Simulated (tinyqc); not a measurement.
# Probe couplings from its potential

Inverse problem. One voltage probe p sits between leads L (mu = 1) and R (mu = 0) without magnetic field: mu_p = T_pL/(T_pL + T_pR), T_eff = T_RL + T_pL T_pR/(T_pL + T_pR). Find T_pL and T_pR.

T_RL = 0.44
mu_p = 0.54216867
T_eff = 0.64602410

Answer. T_eff - T_RL equals T_pL (1 - mu_p) and also T_pR mu_p.

T_pL = 0.4500
T_pR = 0.3800

tinyqc, about 0.01 s, one thread, Intel Xeon 2.30GHz (shared host): `OMP_NUM_THREADS=1 python tinyqc.py 2700015 2700016 out.jsonl`
